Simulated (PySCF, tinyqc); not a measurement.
Worked calculation: RHF in the sto-3g basis, for H4, spin multiplicity 1. The lowest restricted solution is unstable here: a spin-polarised one lies 0.2015 hartree lower (PySCF). One step of it, computed by the program tinyqc.

Problem. Iteration 2: building the Fock matrix. J_ij = sum D_kl (ij|kl), K_ij = sum D_kl (ik|jl); F = H + J - 0.5 K; E = tr D H + tr D J / 2 - 0.25 tr D K + E_nn.

D after iteration 1, order 1H 1s, 2H 1s, 3H 1s, 4H 1s:
$$\begin{pmatrix}
0.851838 & 0.851838 & -0.125872 & -0.125872 \\
0.851838 & 0.851838 & -0.125872 & -0.125872 \\
-0.125872 & -0.125872 & 0.851838 & 0.851838 \\
-0.125872 & -0.125872 & 0.851838 & 0.851838
\end{pmatrix}$$

core Hamiltonian H = T + V (hartree), order 1H 1s, 2H 1s, 3H 1s, 4H 1s:
$$\begin{pmatrix}
-1.263417 & -0.345521 & -0.229956 & -0.084885 \\
-0.345521 & -1.263417 & -0.084885 & -0.229956 \\
-0.229956 & -0.084885 & -1.263417 & -0.345521 \\
-0.084885 & -0.229956 & -0.345521 & -1.263417
\end{pmatrix}$$

Two-electron integrals (ij|kl) in chemists' order, unique and non-zero (hartree):
```
(11|11) 0.774606   (21|11) 0.102341   (21|21) 0.021930   (22|11) 0.313364
(22|21) 0.102341   (22|22) 0.774606   (31|11) 0.063258   (31|21) 0.009985
(31|22) 0.035841   (31|31) 0.009184   (32|11) 0.016316   (32|21) 0.003694
(32|22) 0.018065   (32|31) 0.002514   (32|32) 0.000954   (33|11) 0.272438
(33|21) 0.049673   (33|22) 0.207016   (33|31) 0.063258   (33|32) 0.018065
(33|33) 0.774606   (41|11) 0.018065   (41|21) 0.003694   (41|22) 0.016316
(41|31) 0.002514   (41|32) 0.000933   (41|33) 0.016316   (41|41) 0.000954
(42|11) 0.035841   (42|21) 0.009985   (42|22) 0.063258   (42|31) 0.005165
(42|32) 0.002514   (42|33) 0.035841   (42|41) 0.002514   (42|42) 0.009184
(43|11) 0.049673   (43|21) 0.010506   (43|22) 0.049673   (43|31) 0.009985
(43|32) 0.003694   (43|33) 0.102341   (43|41) 0.003694   (43|42) 0.009985
(43|43) 0.021930   (44|11) 0.207016   (44|21) 0.049673   (44|22) 0.272438
(44|31) 0.035841   (44|32) 0.016316   (44|33) 0.313364   (44|41) 0.018065
(44|42) 0.063258   (44|43) 0.102341   (44|44) 0.774606
```

nuclear repulsion = 1.59517085 hartree

Give: Coulomb J; exchange K; Fock matrix F; total energy of this density.

Solution.

Coulomb J (hartree), order 1H 1s, 2H 1s, 3H 1s, 4H 1s:
$$\begin{pmatrix}
1.5606 & 0.3074 & 0.1980 & 0.0694 \\
0.3074 & 1.5606 & 0.0694 & 0.1980 \\
0.1980 & 0.0694 & 1.5606 & 0.3074 \\
0.0694 & 0.1980 & 0.3074 & 1.5606
\end{pmatrix}$$

exchange K (hartree), order 1H 1s, 2H 1s, 3H 1s, 4H 1s:
$$\begin{pmatrix}
0.8419 & 0.4529 & 0.1088 & 0.0739 \\
0.4529 & 0.8419 & 0.0739 & 0.1088 \\
0.1088 & 0.0739 & 0.8419 & 0.4529 \\
0.0739 & 0.1088 & 0.4529 & 0.8419
\end{pmatrix}$$

Fock matrix F (hartree), order 1H 1s, 2H 1s, 3H 1s, 4H 1s:
$$\begin{pmatrix}
-0.1238 & -0.2646 & -0.0864 & -0.0524 \\
-0.2646 & -0.1238 & -0.0524 & -0.0864 \\
-0.0864 & -0.0524 & -0.1238 & -0.2646 \\
-0.0524 & -0.0864 & -0.2646 & -0.1238
\end{pmatrix}$$

total energy of this density = -1.693422 hartree
